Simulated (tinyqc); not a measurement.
Worked calculation: Franz-Keldysh effect at a direct gap. Values are carried at full precision from step to step, so a last printed digit may differ when a step is redone from the rounded ones.

Parabolic bands, vertical transitions, no excitons. For each hole band j: mr = me mj/(me + mj); joint density of states J_j(E) = (mr/c)^(3/2) sqrt(E - Eg)/(2 pi^2), both spins, c = hbar^2/2m0; averaged matrix element |e.p|^2 = m0 Ep/6; alpha_j(E) = 4 pi^2 alpha_f c Ep J_j/(3 nr E) in 1/angstrom (alpha_f the fine-structure constant, listed as alpha among the constants), times 1e8 for 1/cm.

In a field Fd (1 kV/cm = 1e-5 V/angstrom) the electro-optic energy of band j is th = (c (e Fd)^2/mr)^(1/3), and sqrt(E - Eg) in J_j is replaced by pi sqrt(th) [Ai'(b)^2 - b Ai(b)^2] with b = (Eg - E)/th; Ai is the Airy function.

Constants: hbar^2/2m0 = 3.80998211 eV angstrom^2; fine-structure constant alpha = 0.007297352564.

Parameters, chosen for this exercise (near those of GaAs; the results hold for these values, not for the real material):
- Eg = 1.451 eV (direct gap)
- me = 0.0647 m0 (electron mass)
- mhh = 0.503 m0 (heavy-hole mass)
- mlh = 0.0813 m0 (light-hole mass)
- Ep = 24.8 eV (Kane energy)
- nr = 3.61 (refractive index)
- Fd = 73 kV/cm (uniform field)
- E = 1.486 eV (photon energy)
- L = 270 micrometre (length of a waveguide)

## Electro-optic energy and length

For each hole band give mr, th and the length th/(e Fd).

Scales:

| hole | mr (m0) | th (meV) | length (angstrom) |
|---|---|---|---|
| heavy | 0.05733 | 32.840 | 45.0 |
| light | 0.03603 | 38.339 | 52.5 |

The light-hole pair has th larger by a factor 1.167, the cube root of the ratio of reduced masses.

## Airy factors at E

Ai is the Airy function, th the electro-optic energy of each hole band from the table (its other columns are not needed here), b = (Eg - E)/th with th in eV; the factor takes the place of sqrt(E - Eg) in the joint density of states.

Form b, Ai(b), Ai'(b) and the factor pi sqrt(th) [Ai'^2 - b Ai^2] for each band, beside sqrt(E - Eg) (zero below the gap).

Factors:

| hole | b | Ai(b) | Ai'(b) | factor (eV^(1/2)) | without field |
|---|---|---|---|---|---|
| heavy | -1.0658 | 0.5350 | 0.02622 | 0.1741 | 0.1871 |
| light | -0.9129 | 0.5327 | -0.05468 | 0.1612 | 0.1871 |

## Absorption with and without the field

Put the factors in place of sqrt(E - Eg) in alpha_j and add the bands; a waveguide of length L changes its transmission by 4.343 (alpha(F) - alpha(0)) L dB.

alpha_j in the field (1/cm): heavy 2.75e+03, light 1.27e+03

alpha(F) = 4.02e+03 1/cm
alpha(0) = 4433 1/cm
change of loss = -48.0 dB

Without the field the loss over L is 520 dB, so this energy is of no use for a modulator. Above the gap the field lowers the absorption at this energy; the sign alternates with energy (Franz-Keldysh oscillations). Excitons, which add a sharp peak at low field, are left out.

## Checks

- Airy factor at b = -40 against the zero-field limit sqrt(-b): 6.33 against 6.32.

(tinyqc, `OMP_NUM_THREADS=1 python tinyqc.py 1650552 1650553 out.jsonl`, Intel(R) Xeon(R) Processor @ 2.30GHz, 1 thread, shared host, about 0.01 s.)
